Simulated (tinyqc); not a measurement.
Both approximations at x = 1/2: order-disorder in a binary alloy on two sublattices: Bragg-Williams and pair (quasi-chemical) approximations. Computed by tinyqc, a small Python program. Command: `OMP_NUM_THREADS=1 python tinyqc.py 3029522 3029523 out.jsonl order walk`. One thread of a shared host (Intel(R) Xeon(R) Processor @ 2.30GHz), about 0.01 s of CPU time with the checks.

All z = 6 neighbours of a site lie on the other sublattice. B fills the sublattices with x + eta/2 and x - eta/2; energies are per site, from the pure components: u = -z w y with y the probability of an A-B bond taken in one order.

Inputs (values chosen for the exercise, for a model alloy): ordering energy w = (e_AA + e_BB)/2 - e_AB = 9.19 meV; fraction x of B = 0.5.

Lattice: simple cubic (z = 6).

Constants: k_B = 8.617333262e-05 eV/K.

Method. Bragg-Williams: k_B T_c = 2 z w x (1 - x). Pair approximation at x = 1/2: k_B T_c = w/ln(z/(z - 2)). At x = 1/2 the alloy is an Ising model with K = w/(2 k_B T). Bragg-Williams: eta = tanh(z K eta), neighbour correlation -eta^2. Pair: h = (z - 1) artanh(tanh K tanh h), eta = tanh(z h/(z - 1)), correlation -(tanh K + tanh^2 h)/(1 + tanh K tanh^2 h). T is given in units of the Bragg-Williams T_c at x = 1/2, z w/(2 k_B).

T_c, pair approximation at x = 1/2 = 263.020 K

Order and neighbour correlation:
```
T/T_c   T (K)  eta, Bragg-Williams  correlation, Bragg-Williams  eta, pair  correlation, pair
0.30    95.98              0.99741                     -0.99483    0.99728           -0.99464
0.45   143.97              0.97398                     -0.94863    0.96897           -0.94178
0.55   175.97              0.93553                     -0.87521    0.91387           -0.84867
0.65   207.96              0.87207                     -0.76050    0.80308           -0.68837
0.75   239.95              0.77552                     -0.60143    0.57532           -0.44235
0.85   271.95              0.62950                     -0.39627    0.00000           -0.19360
0.95   303.94              0.37949                     -0.14401    0.00000           -0.17366
1.10   351.93              0.00000                      0.00000    0.00000           -0.15037
1.50   479.90              0.00000                      0.00000    0.00000           -0.11066
```

The pair approximation loses long-range order between T/T_c = 0.75 and 0.85, at 263 K, and keeps a correlation of -0.111 in the last row. At its own T_c the correlation is -1/(z - 1) = -0.200, so the fewer the neighbours, the more of the ordering energy is released above T_c.
